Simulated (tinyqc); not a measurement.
Junctionless gate-all-around wire, depletion approximation: two steps of the calculation.

A uniformly doped n-type wire of radius R under a surrounding gate; long channel. Below flat band a shell from radius rc to R is fully depleted and the neutral core, at channel potential V (0 at the source, Vd at the drain), carries the current with constant mobility; s = (rc/R)^2 is the share of the cross-section that conducts. The edge of the depleted shell is taken as abrupt, so there is no subthreshold current.

Values chosen for this exercise; material values close to those of silicon: wire radius R = 15 nm; donor density Nd = 1.9e18 cm^-3; flat-band voltage Vfb = 0.94 V; effective mobility in the wire mu = 71 cm^2/(V s); gate length L = 0.5 um; gate voltage Vg = 0.81 V; drain voltage Vd = 0.05 V.

Constants: q = 1.602176634e-19 C. Results are converted to the units shown.

Question 1. Conducting share at the source by Newton steps. With V = 0: f = A (1 - s + s ln s) + B (1 - s) - (Vfb - Vg); f' = A ln s - B; s(new) = s - f/f'.

s after iteration 1 = 0.23601213
A = 0.16671697 V
B = 0.11713882 V

Find: f; f'; s after iteration 2.

Answer 1.

f = 0.030050 V
f' = -0.35786 V
s after iteration 2 = 0.31998

Question 2. Core radius, conductance and current. s solves Vfb - Vg + V = A (1 - s + s ln s) + B (1 - s), and s = 0 where the left side exceeds A + B. I = (q mu Nd pi R^2/L)[g(s0) - g(sL)], g = A (s^2/4 - (s^2/2) ln s) + B s^2/2, with s0 at V = 0 and sL at V = Vd. rc = R sqrt(s0); the small-signal conductance at Vd = 0 is q mu Nd pi R^2 s0/L.

s0 = 0.32731879
sL = 0.18324324
A = 0.16671697 V
B = 0.11713882 V

Find: rc at the source; conductance; I.

Answer 2.

rc at the source = 8.5818 nm
conductance = 1.0001 uS
I = 0.038495 uA

Program tinyqc, `OMP_NUM_THREADS=1 python tinyqc.py 2460140 2460141 out.jsonl`; Intel Xeon 2.30GHz, shared host, one thread, about 0.01 s.
